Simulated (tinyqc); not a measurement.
MOSFET in saturation, small-signal circuit and noise: one step of the calculation.

Bias by the inversion coefficient IC = I/Ispec (charge-based model with velocity saturation; weak inversion below 0.1, strong above 10). Common-source circuit: gm, gds, Cgs, Cgd and Cj at the inner nodes, Rg in series with the gate; quasi-static, no source or drain resistance, no gate-body capacitance, no substrate network, no induced gate noise, so fmax is an upper estimate.

Problem. Current gain and unilateral power gain. |h21| = |Y21/Y11|; U = |Y21 - Y12|^2/(4 [Re Y11 Re Y22 - Re Y12 Re Y21]). Extrapolated at 20 dB a decade: f |h21| and f sqrt(U).

Values chosen for this exercise:
- f = 1 GHz (signal frequency)

Y with Rg (mS):
```
,1,2
1,0.00004459+0.02374935i,-0.00001415-0.00753980i
2,12.62355998-0.03123849i,1.38861667+0.02951485i
```

Give: |h21|; U; f |h21|; f sqrt(U).

Solution.

|h21| = 532
U = 1.66e5
f |h21| = 532 GHz
f sqrt(U) = 407 GHz

Program tinyqc, `OMP_NUM_THREADS=1 python tinyqc.py 2150138 2150139 out.jsonl`; Intel Xeon 2.30GHz, shared host, one thread, about 0.01 s.
